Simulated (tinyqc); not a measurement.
Born-Mayer model of an ionic crystal AB. Changing the ionic charge z. Computed by tinyqc, a small Python program. Command: `OMP_NUM_THREADS=1 python tinyqc.py 3022713 3022714 out.jsonl bornmayer sweep`. One thread of a shared host (Intel(R) Xeon(R) Processor @ 2.30GHz), about 0.02 s of CPU time with the checks.

Energies are per ion pair and r is the nearest distance of unlike ions.

Inputs (values chosen for the exercise, for a model salt): unlike repulsion lambda = 4860 eV; range rho = 0.327 angstrom; like repulsion lambda2 = 416 eV; dispersion C between like ions = 49 eV angstrom^6.

Structure: rock salt. Short range: with like-ion terms.

Constants: e^2/(4 pi eps_0) = 14.39964548 eV angstrom; 1 eV/angstrom^3 = 160.2176634 GPa.

Method:
- Madelung constant M, unlike neighbours z1, like neighbours z2 at f r, volume per pair: rock salt 1.747565, 6, 12, sqrt2, 2 r^3; caesium chloride 1.762675, 8, 6, 2/sqrt3, 8 r^3/(3 sqrt3); zinc blende 1.638055, 4, 12, sqrt(8/3), 16 r^3/(3 sqrt3).
- U(r) = -M z^2 e^2/(4 pi eps_0 r) + z1 lambda exp(-r/rho) + z2 [lambda2 exp(-f r/rho) - C/(f r)^6] (one mean like-ion term for both sublattices).
- Newton steps on g(r) = U'(r), from r = 9 rho: r(new) = r - U'(r)/U''(r), with the move limited to 0.3 angstrom. Where U'' is negative, move 0.3 angstrom downhill. Stop when |U'| is below 1e-9.
- B = U''(r0)/(9 c r0), with the volume written as c r^3.

One run for each value:
```
ionic charge z  lattice energy U (eV per pair)  equilibrium distance r0 (angstrom)  bulk modulus B (GPa)
0.800                                    -4.03                               3.653                  7.53
0.883                                    -5.00                               3.576                  9.72
0.967                                    -6.11                               3.504                 12.31
1.050                                    -7.32                               3.439                 15.27
1.130                                    -8.61                               3.380                 18.52
1.220                                   -10.20                               3.319                 22.69
1.300                                   -11.74                               3.268                 26.87
```

Over the rows, lattice energy U (eV per pair) falls from -4.03 to -11.7 (exponent d ln y / d ln x about 2.2 throughout); equilibrium distance r0 (angstrom) falls from 3.65 to 3.27 (exponent d ln y / d ln x -0.22 between the first rows and -0.24 between the last); bulk modulus B (GPa) rises from 7.53 to 26.9 (exponent d ln y / d ln x about 2.6 throughout). U grows faster than z^2, because the stronger attraction also shortens r0.
